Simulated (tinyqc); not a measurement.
Band-to-band tunnelling across a p-n junction in a two-band chain: one step. Recursive Green function. Three cases, with inputs chosen for the exercise.

Question. g_1 = 1/(E - e_1 - S_L); g_j = 1/(E - e_j - t^2 g_(j-1)), with S_R also subtracted at the last site; G_1j = G_1(j-1) (-t) g_j, G_11 = g_1; e_j is the site level plus V_j. The self-energies stand in the order S_L, S_R.

Sites alternate A at -Eg/2 and C at +Eg/2 with hopping -t; near the edges, with k counted from the zone boundary pi/a, E^2 = (Eg/2)^2 + (t a k)^2, so t = sqrt(c Eg/m)/a gives the mass m, c = hbar^2/2m0. In the gap cosh(q a) = 1 + (Eg^2/4 - e^2)/(2 t^2), e the energy from the local mid-gap. The potential is V0 = Eg + ov on the p side (left), 0 on the n side, and falls linearly over the 2N sites of the junction, V_j = V0 (1 - j/(2N + 1)), j = 1 to 2N, site 1 being A. E = Eg/2 + x ov. A half chain that ends on a site of level e1 with neighbour e2 has g = (1 + z)/(E - e1), z = exp(-/+ i k a) the root with Im g < 0, cos(k a) = (E - e1)(E - e2)/(2 t^2) - 1. S_L = t^2 g (ending on C, shifted by V0), S_R = t^2 g (starting on A). T = 4 Im(S_L) Im(S_R) |G_(1,2N)|^2.

Case 1.

Values chosen (out of a larger set: gap and mass near those of InAs; not measured data): Eg = 0.367 eV (gap); N = 4 (periods in the small junction).

t = 1.523407 eV
V0 = 0.587000 eV
E = 0.295700 eV

S_L, S_R (eV): -0.0539000-0.7238847i  0.0561000-0.7350090i

Case 2.

Values chosen (out of a larger set: gap and mass near those of InSb; not measured data): Eg = 0.186 eV (gap); N = 4 (periods in the small junction).

t = 1.177396 eV
V0 = 0.566000 eV
E = 0.180400 eV

S_L, S_R (eV): -0.1463000-0.9089059i  0.0437000-0.6642648i

Case 3.

Values chosen (out of a larger set: gap and mass near those of InSb; not measured data): Eg = 0.189 eV (gap); N = 3 (periods in the small junction).

t = 1.786581 eV
V0 = 0.309000 eV
E = 0.180900 eV

S_L, S_R (eV): -0.0168000-0.6939092i  0.0432000-0.9997529i

Give: Sweep; T.

Answer.

Case 1.

Sweep:

| j | e_j (eV) | g_j (1/eV) | G_1j (1/eV) |
|---|---|---|---|
| 1 | 0.3383 | 0.0216-1.3811i | 0.0216-1.3811i |
| 2 | 0.6401 | -0.0378-0.3073i | 0.6479-0.0695i |
| 3 | 0.2078 | 0.3255-1.3219i | -0.1814+1.3391i |
| 4 | 0.5096 | -0.0937-0.2964i | -0.6305+0.1092i |
| 5 | 0.0774 | 0.6572-1.0376i | 0.4587-1.1059i |
| 6 | 0.3792 | -0.1918-0.2871i | 0.6178-0.1225i |
| 7 | -0.0531 | 0.7390-0.6202i | -0.5797+0.7216i |
| 8 | 0.2487 | -0.2239-0.2824i | -0.5081-0.0032i |

T = 0.5496

Case 2.

Sweep:

| j | e_j (eV) | g_j (1/eV) | G_1j (1/eV) |
|---|---|---|---|
| 1 | 0.4101 | -0.1001-1.0910i | -0.1001-1.0910i |
| 2 | 0.5332 | -0.0917-0.6482i | 0.8218-0.1942i |
| 3 | 0.2843 | 0.0287-1.1121i | 0.2265+1.0827i |
| 4 | 0.4074 | -0.1090-0.6298i | -0.7737+0.3069i |
| 5 | 0.1586 | 0.2184-1.1022i | -0.1994-1.0830i |
| 6 | 0.2817 | -0.1617-0.6117i | 0.7420-0.3498i |
| 7 | 0.0328 | 0.4337-0.9891i | 0.0285+1.0428i |
| 8 | 0.1559 | -0.1370-0.4495i | -0.5473+0.1833i |

T = 0.8046

Case 3.

Sweep:

| j | e_j (eV) | g_j (1/eV) | G_1j (1/eV) |
|---|---|---|---|
| 1 | 0.1704 | 0.0567-1.4389i | 0.0567-1.4389i |
| 2 | 0.3152 | -0.0149-0.2167i | 0.5586-0.0163i |
| 3 | 0.0821 | 0.2927-1.3837i | -0.2518+1.3895i |
| 4 | 0.2269 | -0.0479-0.2158i | -0.5572+0.0218i |
| 5 | -0.0062 | 0.5763-1.1675i | 0.5282-1.1847i |
| 6 | 0.1386 | -0.0715-0.1837i | 0.4564+0.0220i |

T = 0.5793

Computed by tinyqc, one run a case: `OMP_NUM_THREADS=1 python tinyqc.py N N+1 out.jsonl` with N = 1481359, 1481522, 1481783; one thread of a shared Intel(R) Xeon(R) Processor @ 2.30GHz, about 0.01 s a run at most.
